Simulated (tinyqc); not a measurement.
Worked calculation: tight binding, honeycomb lattice. One step of it, computed by the program tinyqc.

Question. Levels at k. Diagonalise the Hermitian matrix.

H(k) at k (eV):
```
                     A                    B
A             0.000000  -1.409822-4.877176i
B  -1.409822+4.877176i             0.000000
```

Give: eigenvalues; weights |c|^2 of the basis functions.

Answer.

eigenvalues (eV): -5.077  5.077

weights |c|^2 of the basis functions:
```
   band 1  band 2
A   0.500   0.500
B   0.500   0.500
```
